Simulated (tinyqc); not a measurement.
# Metal-interlayer-semiconductor contact, depinning against tunnelling resistance: effects of single changes

Zero bias, n-type semiconductor. Gap states at the semiconductor surface thin out as exp(-be ti), which unpins the barrier; electrons must then cross the interlayer (a rectangular barrier, no voltage drop across it) and the parabolic depleted layer, both by WKB. Energies E are counted from the Fermi level; no image force, parabolic bands.

Values chosen for this exercise; semiconductor values close to those of germanium; interlayer mass of the order of that in silicon nitride, offset chosen freely:
- T = 400 K (temperature)
- Eg = 0.686 eV (band gap)
- eps_r = 16.2 (relative permittivity)
- chi = 4.08 eV (electron affinity)
- Nc = 1.6e19 cm^-3 (conduction-band density of states at T)
- mt = 0.117 m0 (tunnelling mass in the semiconductor)
- mA = 1.14 m0 (Richardson mass)
- Nd = 2.5e18 cm^-3 (donor density)
- E0 = 0.093 eV (charge-neutrality level above the valence band)
- S0 = 0.049 (pinning factor without interlayer)
- phiM = 4.14 eV (metal work function)
- ti = 0.5 nm (interlayer thickness)
- dE = 2.04 eV (conduction-band offset of the interlayer above the semiconductor)
- mi = 0.43 m0 (tunnelling mass in the interlayer)
- be = 2.6 1/nm (decay constant of gap states through the interlayer)

Constants: q = 1.602176634e-19 C, kB = 1.380649e-23 J/K, eps0 = 8.8541878128e-12 F/m, hbar = 1.054571817e-34 J s, h = 6.62607015e-34 J s, m0 = 9.1093837015e-31 kg, Vt = kB T/q, hbar^2/(2 m0) = 0.0380998212 eV nm^2. Results are converted to the units shown.

Each table varies one quantity; the others keep the values above.

## Contact resistivity against the interlayer thickness

S = 1/(1 + (1/S0 - 1) exp(-be ti)); phiB = S (phiM - chi) + (1 - S)(Eg - E0); xi = Ec - EF deep inside, from Nd = Nc F(-xi/Vt), F(x) = (2/sqrt(pi)) int_0^infinity sqrt(u) du/(1 + exp(u - x)); band bending U = phiB - xi; E00 = (hbar/2) sqrt(Nd/(eps0 eps_r mt m0)) in volts; A = 4 pi q mA m0 kB^2/h^3. With U = phiB - xi: for xi < E < phiB, y = (E - xi)/U and G1 = (U/E00) [sqrt(1 - y) - y ln((1 + sqrt(1 - y))/sqrt(y))], G1 = 0 above phiB; G2 = 2 ti sqrt(mi max(phiB + dE - E, 0)/C), C = hbar^2/(2 m0); f = 1/(1 + exp(E/Vt)); 1/rho_c = (A T^2/Vt^2) times the integral of exp(-G1 - G2) f over E from xi upwards. Shares under 0.001 % are printed as 0; rows without band bending are left out.

The same in every row: E00/Vt = 0.619.

Result of one run:
```
ti (nm)      S  phiB (eV)  rho_c (ohm cm^2)  rho_c with G2 = 0 (ohm cm^2)  peak of the integrand (eV)  share above phiB (%)
2.4      0.964     0.0794              98.3                       1.13e-8                      0.0765                  74.0
```

What becomes of these results when the interlayer thickness ti is changed from 2.4 to 1.8 nm, all else the same?

Result of the changed run:
```
ti (nm)      S  phiB (eV)  rho_c (ohm cm^2)  rho_c with G2 = 0 (ohm cm^2)  peak of the integrand (eV)  share above phiB (%)
1.8      0.847      0.141             0.992                       3.02e-8                       0.124                  38.3
```

The whole series:
```
ti (nm)       S  phiB (eV)  rho_c (ohm cm^2)  rho_c with G2 = 0 (ohm cm^2)  peak of the integrand (eV)  share above phiB (%)
0        0.0490      0.567           6.75e-4                       6.75e-4                       0.414                  3.09
0.3       0.101      0.539           0.00669                       3.40e-4                       0.400                  3.95
0.6       0.197      0.488            0.0365                       9.66e-5                       0.369                  5.46
0.9       0.348      0.407            0.0932                       1.34e-5                       0.314                  8.39
1.2       0.539      0.306             0.143                       1.18e-6                       0.243                  14.0
1.5       0.718      0.210             0.262                       1.30e-7                       0.174                  23.8
1.8       0.847      0.141             0.992                       3.02e-8                       0.124                  38.3
2.1       0.924      0.101              7.86                       1.48e-8                      0.0931                  56.3
2.4       0.964     0.0794              98.3                       1.13e-8                      0.0765                  74.0
```

As ti goes from 0 to 2.4, phiB falls from 0.567 to 0.0794 eV and rho_c rises from 6.75e-4 to 98.3 ohm cm^2. No thickness listed beats the bare contact: tunnelling through the layer costs more than the change of the barrier gains. The ratio of rho_c to its value with G2 = 0 runs from 1.00 to 8.69e9.

## Contact resistivity against the donor density

Same model as above.

The same in every row: S = 0.159; phiB (eV) = 0.508.

Contact resistivity against the donor density:
```
Nd (cm^-3)  E00/Vt  rho_c (ohm cm^2)  rho_c with G2 = 0 (ohm cm^2)  peak of the integrand (eV)  share above phiB (%)
5.3e17       0.285             0.112                       8.91e-4                       0.480                  24.2
1.3e18       0.446            0.0526                       3.96e-4                       0.439                  11.4
3.1e18       0.689            0.0157                       1.08e-4                       0.356                  3.39
7.4e18        1.06           0.00235                       1.42e-5                       0.219                 0.507
1.8e19        1.66           1.87e-4                       1.00e-6                      0.0838                0.0404
4.3e19        2.57           1.62e-5                       8.00e-8                      0.0223               0.00349
1e20          3.91           2.23e-6                       1.04e-8                     -0.0121                     0
2.5e20        6.19           4.27e-7                       1.87e-9                     -0.0403                     0
6e20          9.58           1.33e-7                      5.37e-10                     -0.0622                     0
```

What does the comparison show?

As Nd goes from 5.3e17 to 6e20, phiB stays at 0.508 eV and rho_c falls from 0.112 to 1.33e-7 ohm cm^2. rho_c goes as Nd^(-0.84) between the first two rows and Nd^(-1.34) between the last two, while E00/Vt goes from 0.285 to 9.58 and the share above the barrier from 24.2 to 0 %. The ratio of rho_c to its value with G2 = 0 runs from 126 to 247.

Computed by the program tinyqc: `OMP_NUM_THREADS=1 python tinyqc.py 2270138 2270139 out.jsonl`, one thread of a shared Intel Xeon 2.30GHz, about 0.03 s for the whole run.
